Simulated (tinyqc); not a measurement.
Thermionic emission over a Gaussian spread of barriers: two steps of the calculation.

Metal on an n-type semiconductor with one parabolic valley; V > 0 is forward bias (metal positive). Patches of barrier height b are spread as a Gaussian with mean phi - r2 V and variance sg^2 + r3 V; each carries A* T^2 exp(-b/Vt) [exp(V/Vt) - 1].

Parameters, values chosen for the exercise; band and dielectric values close to those of silicon:

| symbol | value | unit | meaning |
|---|---|---|---|
| T | 300 | K | temperature |
| me | 0.259 | m0 | electron mass |
| phi | 0.58 | eV | barrier height seen from the metal |
| sg | 0.055 | eV | standard deviation of the barrier heights |
| r2 | -0.037 |  | shift of the mean barrier per volt, with its sign reversed (rho2) |
| r3 | -0.0025 | V | change of sg^2 per volt (rho3) |
| V | 0.16 | V | bias |
| nb | 11 |  | barrier heights sampled |

Constants: q = 1.602176634e-19 C, kB = 1.380649e-23 J/K, h = 6.62607015e-34 J s, m0 = 9.1093837015e-31 kg, Vt = kB T/q. Results are converted to the units shown.

Problem 1. Apparent barrier, ideality and current. A* = 4 pi q me m0 kB^2/h^3 (times 1e-4 for A/(cm^2 K^2)). The mean of exp(-b/Vt) gives the apparent barrier phi_ap(V) = phi - r2 V - (sg^2 + r3 V)/(2 Vt), J = A* T^2 exp(-phi_ap/Vt) [exp(V/Vt) - 1], and 1/n = 1 + r2 + r3/(2 Vt).

Wanted: A*; phi_ap(0); phi_ap(V); n; J.

Solution 1.

A* = 31.12 A/(cm^2 K^2)
phi_ap(0) = 0.5215 eV
phi_ap(V) = 0.5352 eV
n = 1.093
J = 1.394 A/cm^2

Problem 2. The same mean by Simpson's rule. With mean mu and deviation s at this bias, take nb equally spaced b from mu - s^2/Vt - 3.5 s to mu + s, the Gaussian density g(b) and y = g exp(-(b - mu)/Vt); the integral I of y gives phi_ap = mu - Vt ln I.

Find: b; g; y; I; phi_ap.

Solution 2.

```
point	b (eV)	g (1/eV)	y (1/eV)
0	0.30506	2.3223e-6	0.12139
1	0.33827	6.5743e-5	0.95107
2	0.37148	0.0012227	4.8953
3	0.40469	0.014938	16.553
4	0.43790	0.11990	36.771
5	0.47111	0.63225	53.662
6	0.50432	2.1902	51.447
7	0.53753	4.9844	32.404
8	0.57074	7.4520	13.408
9	0.60395	7.3193	3.6447
10	0.63715	4.7228	0.65087
```

I = 7.1143
phi_ap = 0.53520 eV

Range of the model: One isotropic valley is assumed; bands with several valleys have a larger Richardson constant and Nc.

Computed by the program tinyqc: `OMP_NUM_THREADS=1 python tinyqc.py 2640137 2640138 out.jsonl`, one thread of a shared Intel Xeon 2.30GHz, about 0.01 s for the whole run.
